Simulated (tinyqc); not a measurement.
RKS/exchange-only LDA in the sto-3g basis, for H4, spin multiplicity 1, step by step. Computed by tinyqc, a small Python program that keeps every step (integrals from PySCF). Settings: charge = 0, multiplicity = 1, basis = sto-3g, energy threshold = 1e-08, iteration cap = 50, orthogonalisation = symmetric, start = atomic densities, DIIS depth = 0, method = RKS, functional = Slater exchange alone, grid = [40, 86]. Command: `OMP_NUM_THREADS=1 python tinyqc.py 22003 22004 out.jsonl` (the two numbers bound the seeds that draw the settings). One thread of a shared host (Intel(R) Xeon(R) Processor @ 2.60GHz), about 0.6 s of CPU time with the checks.

Geometry (angstrom):
```
atom         x         y         z
H     0.000000  0.000000  0.000000
H     0.000000  0.000000  0.913000
H     0.000000  0.000000  2.823000
H     0.000000  0.000000  3.736000
```

Stop when the energy changes by less than 1e-08 hartree and every element of the error matrix X^T (F D S - S D F) X is below 3e-05.

Course of the cycle:
```
iteration  E (hartree)     change  largest element of the error matrix
1          -1.59184653          -                             1.08e-02
2          -2.01661211  -4.25e-01                             2.23e-03
3          -2.01661541  -3.30e-06                             2.28e-03
4          -2.01661568  -2.66e-07                             2.21e-03
5          -2.01661593  -2.51e-07                             2.14e-03
6          -2.01661617  -2.36e-07                             2.08e-03
7          -2.01661639  -2.23e-07                             2.02e-03
8          -2.01661660  -2.09e-07                             1.96e-03
9          -2.01661680  -1.98e-07                             1.90e-03
10         -2.01661698  -1.86e-07                             1.84e-03
11         -2.01661716  -1.75e-07                             1.79e-03
12         -2.01661732  -1.65e-07                             1.74e-03
13         -2.01661748  -1.55e-07                             1.69e-03
14         -2.01661762  -1.46e-07                             1.64e-03
...                ...        ...                                  ...
37         -2.01661939  -3.67e-08                             8.19e-04
38         -2.01661942  -3.45e-08                             7.95e-04
39         -2.01661946  -3.25e-08                             7.71e-04
40         -2.01661949  -3.06e-08                             7.48e-04
41         -2.01661951  -2.88e-08                             7.26e-04
42         -2.01661954  -2.71e-08                             7.05e-04
43         -2.01661957  -2.56e-08                             6.84e-04
44         -2.01661959  -2.41e-08                             6.63e-04
45         -2.01661961  -2.27e-08                             6.44e-04
46         -2.01661964  -2.13e-08                             6.25e-04
47         -2.01661966  -2.01e-08                             6.06e-04
48         -2.01661967  -1.89e-08                             5.88e-04
49         -2.01661969  -1.78e-08                             5.71e-04
50         -2.01661971  -1.68e-08                             5.54e-04
```

Can the last value be used, and what does the course show?

Not by the stop rule, although the second column moves by less than 1e-07 over the last three steps. Not converged within the cap of 50 iterations: the residual falls steadily but slowly, by a factor of about 0.97 a step. Reruns (cap 100 unless said): DIIS 8: converged in 10; damping 0.5: converged in 27; level shift 0.5: converged in 9; atomic densities as start, DIIS 8: converged in 10; the original settings with a cap of 400: converged in 147. PySCF RKS in the same basis, fine grid = -2.01657529 hartree, which differs from a converged run on this coarse grid by the grid error.
